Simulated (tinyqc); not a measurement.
# Trap depth and cross-section from two peaks

Inverse problem. A DLTS peak lies where ew = sn g T^2 exp(-Et/kB T), g = vth Nc/(300 K)^2. Find Et and sn.

Inputs (values chosen for the exercise):
- Nc = 2.17e19 cm^-3 (conduction-band density of states at 300 K)
- vth = 2.1e7 cm/s (thermal velocity at 300 K)

Constants: q = 1.602176634e-19 C, kB = 1.380649e-23 J/K. Results are converted to the units shown.

peak temperatures for ew = 5 and 1000 1/s (K): 72.257646  91.955009

Answer. The slope of ln(ew/T^2) against q/kB T is -Et, and the intercept is ln(sn g).

Et = 0.140 eV
sn = 1.10e-15 cm^2

Computed by the program tinyqc: `OMP_NUM_THREADS=1 python tinyqc.py 2050134 2050135 out.jsonl`, one thread of a shared Intel Xeon 2.30GHz, about 0.01 s for the whole run.
